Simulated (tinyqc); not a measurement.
Scaling with the misfit: strain-driven roughening and islands of a mismatched epitaxial film. Computed by tinyqc, a small Python program. Command: `OMP_NUM_THREADS=1 python tinyqc.py 3030425 3030426 out.jsonl island walk`. One thread of a shared host (Intel(R) Xeon(R) Processor @ 2.30GHz), about 0.01 s of CPU time with the checks.

Film and substrate share isotropic elastic constants; the film is coherent and biaxially strained.

Inputs (values chosen for the exercise, for a model film):

| quantity | value | unit |
|---|---|---|
| misfit \|f\| | 0.0279 | - |
| shear modulus G | 64.7 | GPa |
| Poisson ratio nu | 0.25 | - |
| surface energy gamma | 1.13 | J/m^2 |
| contact angle of the shallow shape theta_1 | 14 | degrees |
| contact angle of the steep shape theta_2 | 27 | degrees |
| facet energy of shape 1 over gamma | 1.005 | - |
| facet energy of shape 2 over gamma | 1.007 | - |
| surface mobility D_s nu_s Omega^2/(k_B T) | 9.2e-35 | m^6/(J s) |

Transport: surface diffusion.

Constants: e = 1.602176634e-19 C.

Method:
- M = 2 G (1 + nu)/(1 - nu); stress = M f; energy density w = M f^2.
- A ripple A cos(k x) has the surface chemical potential per volume [gamma k^2 - 2 (1 + nu) w k] A cos(k x), so k_c = 2 (1 + nu) w/gamma. With surface diffusion the amplitude grows at the rate q = B k^2 [2 (1 + nu) w k - gamma k^2], fastest at k_m = (3/4) k_c. B is the surface mobility.
- Shallow faceted island (Tersoff form): E = 4 Gam V^(2/3) tan^(1/3)(theta) - 6 c V tan(theta), Gam = gamma [x/sin(theta) - 1/tan(theta)], x the facet energy over gamma, c = stress^2 (1 - nu)/(2 pi G).
- The barrier is the maximum of E, at V_c = [4 Gam/(9 c)]^3 / tan^2(theta) (1 GPa nm = 1 J/m^2).
- V_c = [4 Gam/(9 c)]^3/tan^2(theta), barrier = (4/3) Gam V_c^(2/3) tan^(1/3)(theta); the growth time is 1/q at k_m.

fastest wavelength = 22.5562 nm

growth time 1/q at k_m = 4.79290 s

critical volume, shape 1 = 20.1843 nm^3

barrier, shape 1 = 6.29430 eV

Misfit scaled at fixed constants:

| \|f\| (%) | fastest wavelength (nm) | growth time (s) | V_c of shape 1 (nm^3) | barrier of shape 1 (eV) |
|---|---|---|---|---|
| 0.6975 | 360.90 | 3.1411e+05 | 8.2675e+04 | 1.6113e+03 |
| 0.9765 | 184.13 | 2.1284e+04 | 1.0980e+04 | 4.1945e+02 |
| 1.3950 | 90.22 | 1.2270e+03 | 1.2918e+03 | 1.0071e+02 |
| 1.9530 | 46.03 | 8.3141e+01 | 1.7156e+02 | 2.6215e+01 |
| 2.7900 | 22.56 | 4.7929e+00 | 2.0184e+01 | 6.2943e+00 |
| 3.9060 | 11.51 | 3.2477e-01 | 2.6807e+00 | 1.6385e+00 |

What follows from these numbers?

Halving the misfit stretches the wavelength 4 times, the barrier 16 times, the volume 64 times and the time 256 times: f^(-2), f^(-4), f^(-6), f^(-8). Over these rows the time spans 6.0 decades: strongly mismatched films tend to roughen first, while dilute alloys have time to stay flat. Rows with wavelengths under 10 nm or volumes under 5 nm^3 are beyond the continuum picture.

Extremes, crossings and ranges named in words are read from the listed rows.
